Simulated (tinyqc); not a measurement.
Inside a calculation. Method: plane-wave Kohn-Sham cycle with exchange-only LDA in a layered model solid. Computed by tinyqc, a small Python program that keeps every step. Settings: points = 16, plane-wave index or count = 3, electrons = 2, k points = 2, area = 31.0, mixing = 0.8, iteration cap = 55. Command: `OMP_NUM_THREADS=1 python tinyqc.py 22137 22138 out.jsonl` (the two numbers bound the seeds that draw the settings). One thread of a shared host (Intel(R) Xeon(R) Processor @ 2.60GHz), about 0.01 s of CPU time with the checks. Later iterations appear only in the table of the cycle.

## Iteration 1: potential

A solid whose potential varies along x alone (atomic units):
```
parameter,value
period a,10.900000
cross-section of the cell,31.000000
electrons per cell,2
grid points,16
"plane waves -n..n, n",3
k points,2
V1 in V1 cos(2 pi x/a),-0.430000
```

density at the start, on the grid x_j = j a/N (e/bohr^3): 0.00591891  0.00591891  0.00591891  0.00591891  0.00591891  0.00591891  0.00591891  0.00591891  0.00591891  0.00591891  0.00591891  0.00591891  0.00591891  0.00591891  0.00591891  0.00591891

V_H(G) = 4 pi rho(G)/G^2 for G != 0 (uniform background); v_x = -(3 rho/pi)^(1/3); V = V_ext + V_H + v_x; Fourier components f(G_m) = (1/N) sum_j f(x_j) exp(-i G_m x_j).

Potentials on the grid (hartree):
```
x,V_ext,V_H,v_x,V
0.000000,-0.430000,0.000000,-0.178130,-0.608130
0.681250,-0.397268,0.000000,-0.178130,-0.575398
1.362500,-0.304056,0.000000,-0.178130,-0.482186
2.043750,-0.164554,0.000000,-0.178130,-0.342684
2.725000,0,0.000000,-0.178130,-0.178130
3.406250,0.164554,0.000000,-0.178130,-0.013576
4.087500,0.304056,0.000000,-0.178130,0.125926
4.768750,0.397268,0.000000,-0.178130,0.219138
5.450000,0.430000,0.000000,-0.178130,0.251870
6.131250,0.397268,0.000000,-0.178130,0.219138
6.812500,0.304056,0.000000,-0.178130,0.125926
7.493750,0.164554,0.000000,-0.178130,-0.013576
8.175000,0,0.000000,-0.178130,-0.178130
8.856250,-0.164554,0.000000,-0.178130,-0.342684
9.537500,-0.304056,0.000000,-0.178130,-0.482186
10.218750,-0.397268,0.000000,-0.178130,-0.575398
```

V(G_m), m = 0, 1, 2, ... (hartree): -0.178130  -0.215000  0.000000  0.000000  0.000000  0.000000  0.000000

## Iteration 1: Hamiltonian at one k

k = 0.250000 2 pi / a

H(m,m') = (k + G_m)^2/2 delta + V(G_m - G_m'), with V(-G) = V(G).

H (hartree), lower triangle:
```
,-3,-2,-1,+0,+1,+2,+3
-3,1.078311
-2,-0.215000,0.330676
-1,0.000000,-0.215000,-0.084676
+0,0.000000,0.000000,-0.215000,-0.167746
+1,0.000000,0.000000,0.000000,-0.215000,0.081465
+2,0.000000,0.000000,0.000000,0.000000,-0.215000,0.662958
+3,0.000000,0.000000,0.000000,0.000000,0.000000,-0.215000,1.576734
```

## Iteration 1: levels at that k

Diagonalise the Hermitian matrix.

eigenvalues (hartree): -0.430204  -0.100741  0.162194  0.387766  0.693986  1.138437  1.626284

## Iteration 1: new density

Motion across x is left out: the lowest 1 band(s) hold two electrons at each of the k points (j + 1/2)/nk - 1/2. Residual R = rho(out) - rho(in); rho(new) = rho(in) + 0.8 R. rho(out) = 2/(a A nk) sum |psi|^2 with psi = sum c exp(i G x). Harris energy E = band energy - dV sum rho (V_H/2 + v_x) + (3/4) dV sum rho v_x with rho(in), dV = a A/N, band energy = (2/nk) sum of the filled levels.

rho(out) (e/bohr^3): 0.02127112  0.01809488  0.01117030  0.00506653  0.00174607  0.00048789  0.00011906  0.00002634  0.00000930  0.00002634  0.00011906  0.00048789  0.00174607  0.00506653  0.01117030  0.01809488

density after iteration 1 (e/bohr^3): 0.01820068  0.01565968  0.01012003  0.00523701  0.00258064  0.00157410  0.00127903  0.00120485  0.00119122  0.00120485  0.00127903  0.00157410  0.00258064  0.00523701  0.01012003  0.01565968

energy per cell = -0.77134373 hartree

## Iteration 2: potential

As before.

Potentials on the grid (hartree):
```
x,V_ext,V_H,v_x,V
0.000000,-0.430000,0.317833,-0.259032,-0.371199
0.681250,-0.397268,0.283315,-0.246368,-0.360321
1.362500,-0.304056,0.193488,-0.213002,-0.323571
2.043750,-0.164554,0.078773,-0.171009,-0.256789
2.725000,0,-0.033104,-0.135072,-0.168176
3.406250,0.164554,-0.126318,-0.114552,-0.076316
4.087500,0.304056,-0.194525,-0.106893,0.002638
4.768750,0.397268,-0.235771,-0.104786,0.056712
5.450000,0.430000,-0.249551,-0.104389,0.076060
6.131250,0.397268,-0.235771,-0.104786,0.056712
6.812500,0.304056,-0.194525,-0.106893,0.002638
7.493750,0.164554,-0.126318,-0.114552,-0.076316
8.175000,0,-0.033104,-0.135072,-0.168176
8.856250,-0.164554,0.078773,-0.171009,-0.256789
9.537500,-0.304056,0.193488,-0.213002,-0.323571
10.218750,-0.397268,0.283315,-0.246368,-0.360321
```

V(G_m), m = 0, 1, 2, ... (hartree): -0.159174  -0.113581  0.005183  0.001772  0.000648  -0.000014  -0.000031

## Iteration 2: Hamiltonian at one k

k = 0.250000 2 pi / a

As before.

H (hartree), lower triangle:
```
,-3,-2,-1,+0,+1,+2,+3
-3,1.097267
-2,-0.113581,0.349633
-1,0.005183,-0.113581,-0.065720
+0,0.001772,0.005183,-0.113581,-0.148790
+1,0.000648,0.001772,0.005183,-0.113581,0.100421
+2,-0.000014,0.000648,0.001772,0.005183,-0.113581,0.681915
+3,-0.000031,-0.000014,0.000648,0.001772,0.005183,-0.113581,1.595690
```

## Iteration 2: levels at that k

As before.

eigenvalues (hartree): -0.257782  -0.044071  0.133294  0.364380  0.690206  1.114552  1.609836

## Iteration 2: new density

As before.

rho(out) (e/bohr^3): 0.01725784  0.01550762  0.01126593  0.00665041  0.00323182  0.00133040  0.00049146  0.00018721  0.00011504  0.00018721  0.00049146  0.00133040  0.00323182  0.00665041  0.01126593  0.01550762

density after iteration 2 (e/bohr^3): 0.01744641  0.01553804  0.01103675  0.00636773  0.00310159  0.00137914  0.00064897  0.00039074  0.00033027  0.00039074  0.00064897  0.00137914  0.00310159  0.00636773  0.01103675  0.01553804

energy per cell = -0.59314641 hartree

## Convergence

Stop when sqrt(dV sum R^2) is below 1e-8, dV = a A/N.

Course of the cycle:
```
iteration,E (hartree),norm of the residual
1,-0.77134373,1.34e-01
2,-0.59314641,1.66e-02
3,-0.59350334,5.17e-03
4,-0.59359173,1.06e-03
5,-0.59359783,2.36e-04
6,-0.59359819,5.45e-05
7,-0.59359821,1.28e-05
8,-0.59359821,3.00e-06
9,-0.59359821,7.05e-07
10,-0.59359821,1.66e-07
11,-0.59359821,3.90e-08
12,-0.59359821,9.17e-09
```

Converged in 12 iterations. Before convergence this energy mixes input and output and is not variational, so it may rise towards its limit.
